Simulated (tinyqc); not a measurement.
Mass and g factor above the band edge: five-level k.p model folded onto the conduction band.

Second-order sums for the lowest conduction level at E: 1/m = 1 + Cm + (Ep/3)(2/E + 1/(E + Dso)) - (Ep2/3)(2/(E7 + D2 - E) + 1/(E7 - E)); g/2 = 1 + Cg - (Ep/3)(1/E - 1/(E + Dso)) - (Ep2/3)(1/(E7 - E) - 1/(E7 + D2 - E)). E is counted from the top of the valence band; E = Eg at the edge.

Inputs chosen for the exercise (near those of CdTe; the results hold for these values, not for the real material): Eg = 1.697 eV (gap at Gamma to the s-like level); Dso = 0.909 eV (spin-orbit splitting); Ep = 18.5 eV (Kane energy); E7 = 5.28 eV (upper Gamma7 conduction level, from the valence top); D2 = 0.31 eV (its spin-orbit splitting, Gamma8 above Gamma7); Ep2 = 1.7 eV (Kane energy to the upper levels); Cm = 0.3 (remote term in 1/m); Cg = 0 (remote term in g/2).

The sums are evaluated at E = Eg + dE, as is done for confined or hot electrons.

Results:
```
dE (meV),m(E),g(E),m(E)/m(Eg),1 + dE/Eg
0,0.0954,-0.560,1.0000,1.0000
20,0.0963,-0.512,1.0101,1.0118
50,0.0978,-0.442,1.0253,1.0295
100,0.1002,-0.332,1.0505,1.0589
150,0.1026,-0.230,1.0757,1.0884
200,0.1050,-0.134,1.1008,1.1179
300,0.1098,0.038,1.1509,1.1768
```

Over 300 meV the mass grows by 15.1 %, against 17.7 % for two levels alone, and g moves from -0.560 to 0.038, crossing zero near dE = 278 meV.

(tinyqc, `OMP_NUM_THREADS=1 python tinyqc.py 1050926 1050927 out.jsonl`, Intel(R) Xeon(R) Processor @ 2.30GHz, 1 thread, shared host, about 0.01 s.)
